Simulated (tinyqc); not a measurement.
# Threshold-voltage variability of a planar MOSFET, analytic estimates: a gate of 2 grains

Three independent sources add in quadrature: random dopants in the depleted layer, metal-gate grains of two orientations, and roughness of the two gate edges acting through the roll-off VT = VT(long) - Vr exp(-L/l). These are first-order estimates: no three-dimensional electrostatics, no percolation.

Each of 2 equal grains has the higher work function with probability p; the threshold shift is dW (j/2 - p) for j such grains, and the off current changes by exp(-shift/(n Vt)).

Values chosen for this exercise; material values close to those of silicon: temperature T = 350 K; work-function difference of the two grain orientations dW = 0.3 eV; share of the orientation of higher work function p = 0.6; subthreshold factor n = 1.13.

Constants: q = 1.602176634e-19 C, kB = 1.380649e-23 J/K, Vt = kB T/q. Results are converted to the units shown.

Distribution:

| j | probability | shift (mV) | Ioff factor | probability x factor |
|---|---|---|---|---|
| 0 | 0.1600 | -180.0 | 196.7 | 31.46 |
| 1 | 0.4800 | -30.0 | 2.411 | 1.158 |
| 2 | 0.3600 | 120.0 | 0.02957 | 0.01065 |

What does the table show?

The standard deviation is dW sqrt(p (1 - p)/2) = 104 mV. The mean off current is 32.6 times the nominal one; the log-normal formula exp(s^2/(2 (n Vt)^2)) gives 104. Devices with j = 0, 16 % of all, carry 96 % of the mean leakage.

Program tinyqc, `OMP_NUM_THREADS=1 python tinyqc.py 2090151 2090152 out.jsonl`; Intel Xeon 2.30GHz, shared host, one thread, about 0.01 s.
